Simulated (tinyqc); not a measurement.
## Thin-film transistor with exponential tail and deep states, accumulation layer: effect of the total density of deep states

An undoped film in accumulation, thicker than the space-charge layer. With band bending psi the Fermi level lies E0 - psi below the band edge. Free electrons n = n0 exp(psi/Vt) carry the current; electrons in two exponential distributions of traps, a = a0 exp(psi/Va) and d = d0 exp(psi/Vp), do not. Linear regime, ohmic contacts, traps in equilibrium.

Va = kB Tt/q, Vp = kB Td/q; n0 = Nc exp(-E0/Vt), a0 = Nt th(T/Tt) exp(-E0/Va), d0 = Nd th(T/Td) exp(-E0/Vp), th(x) = pi x/sin(pi x). G(psi) = sum over the three kinds of c0 [V (exp(psi/V) - 1) - psi], field F = sqrt(2 q G/(eps0 eps_r)); Vg = psi + eps0 eps_r F/Ci at the surface. Total charge Q = Ci (Vg - psi_s); free charge Qf = q times the integral of n0 (exp(psi/Vt) - 1)/F over psi from 0 to psi_s; I = (W/L) mb Qf Vd; effective mobility mb Qf/Q.

Values chosen for this exercise; values close to those of an organic semiconductor: temperature T = 290 K; relative permittivity of the semiconductor eps_r = 3.2; density of extended states Nc = 1.1e20 cm^-3; band mobility mb = 3.7 cm^2/(V s); total density of tail states Nt = 1.1e20 cm^-3; characteristic temperature of the tail Tt = 390 K; characteristic temperature of the deep states Td = 910 K; bulk Fermi level below the band edge E0 = 0.52 eV; gate capacitance Ci = 35 nF/cm^2; ratio W/L WL = 10; drain voltage Vd = 0.1 V; gate voltage above flat band Vg = 11 V.

Constants: q = 1.602176634e-19 C, kB = 1.380649e-23 J/K, Vt = kB T/q, eps0 = 8.8541878128e-14 F/cm where lengths are in cm. Results are converted to the units shown.

Results:

| Nd (cm^-3) | E0 - psi_s (eV) | Q (nC/cm^2) | free share (%) | effective mobility (cm^2/(V s)) | I (nA) |
|---|---|---|---|---|---|
| 2.6e16 | 0.07323 | 369.4 | 7.883 | 0.2917 | 107.7 |
| 6.3e16 | 0.07326 | 369.4 | 7.867 | 0.2911 | 107.5 |
| 1.5e17 | 0.07332 | 369.4 | 7.831 | 0.2898 | 107.0 |
| 3.7e17 | 0.07349 | 369.4 | 7.744 | 0.2865 | 105.8 |
| 8.9e17 | 0.07390 | 369.4 | 7.549 | 0.2793 | 103.2 |
| 5.2e18 | 0.07725 | 369.5 | 6.247 | 0.2312 | 85.41 |

Estimate the missing row, Nd = 2.2e18 cm^-3.

Computed row:

| Nd (cm^-3) | E0 - psi_s (eV) | Q (nC/cm^2) | free share (%) | effective mobility (cm^2/(V s)) | I (nA) |
|---|---|---|---|---|---|
| 2.2e18 | 0.07491 | 369.4 | 7.106 | 0.2629 | 97.13 |

With this row back in the table: As Nd goes from 2.6e16 to 5.2e18 cm^-3, the free share falls from 7.88 to 6.25 %, the distance of the Fermi level from the edge rises from 0.0732 to 0.0773 eV and the current falls from 108 to 85.4 nA. Q varies by only 0.038 %: the gate sets the charge, the traps decide how much of it moves. In every row the th form, which assumes a Fermi level far below the edge, overcounts the filled tail at the surface by more than 15 %.

Numbers from tinyqc (`OMP_NUM_THREADS=1 python tinyqc.py 2610142 2610143 out.jsonl`; about 0.03 s on one thread of a shared Intel Xeon 2.30GHz).
